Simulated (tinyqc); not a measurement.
Undoped gate-all-around wire MOSFET, analytic charge model: course of the iteration: charge at the source by substitution.

An undoped round wire of radius R under an insulator shell and a surrounding gate; long channel, electrons only, n = ni exp((psi - V)/Vt) with V the quasi-Fermi potential (0 at the source, Vd at the drain), constant mobility, no quantisation. The radial Poisson equation gives n(r) = n(0)/(1 - (1 - b) r^2/R^2)^2 with b = Q0/(Q + Q0). Q is the electron charge per area of the wire surface.

With V = 0: u = Vg - V0 - Q/Cox, then Q(new) = (Q0/2)[sqrt(1 + 4 exp(u/Vt)) - 1], the root of Vt ln[(Q/Q0)(1 + Q/Q0)] = u.

Stop when Q changes by less than 1e-8 nC/cm^2, or after 30 iterations.

Inputs (values chosen for the exercise):
- T = 273 K (temperature)
- Vg = 1.27 V (gate voltage)

Constants: q = 1.602176634e-19 C, kB = 1.380649e-23 J/K, Vt = kB T/q. Results are converted to the units shown.

Q at the start = 0 nC/cm^2
Cox = 1.91245 uF/cm^2
Q0 = 241.625 nC/cm^2
V0 = 0.693416 V

Course of the iteration:

| iteration | Q (nC/cm^2) | \|change\| (nC/cm^2) |
|---|---|---|
| 1 | 5.07251e7 | 5.07e7 |
| 2 | 0 | 5.07e7 |
| 3 | 5.07251e7 | 5.07e7 |
| 4 | 0 | 5.07e7 |
| 5 | 5.07251e7 | 5.07e7 |
| 6 | 0 | 5.07e7 |
| 7 | 5.07251e7 | 5.07e7 |
| 8 | 0 | 5.07e7 |
| 9 | 5.07251e7 | 5.07e7 |
| ... | ... | ... |
| 22 | 0 | 5.07e7 |
| 23 | 5.07251e7 | 5.07e7 |
| 24 | 0 | 5.07e7 |
| 25 | 5.07251e7 | 5.07e7 |
| 26 | 0 | 5.07e7 |
| 27 | 5.07251e7 | 5.07e7 |
| 28 | 0 | 5.07e7 |
| 29 | 5.07251e7 | 5.07e7 |
| 30 | 0 | 5.07e7 |

Did this iteration meet its convergence test, and what does its course show?

No. Not converged within 30 iterations. The value swings between 0 and 5.073e7 for good. At the solution, 967.8 nC/cm^2, dQ(new)/dQ = -11.9: the semiconductor capacitance exceeds Cox, so substitution overshoots. A rerun with Newton steps on the same equation from Q = 24 nC/cm^2 converges in 6 iterations.

Range of the model: In a wire this thin, quantum confinement raises the threshold; it is left out. The surface density at the source passes 0.3 Nc, where Boltzmann statistics fail.

tinyqc, about 0.02 s, one thread, Intel Xeon 2.30GHz (shared host): `OMP_NUM_THREADS=1 python tinyqc.py 2460096 2460097 out.jsonl`
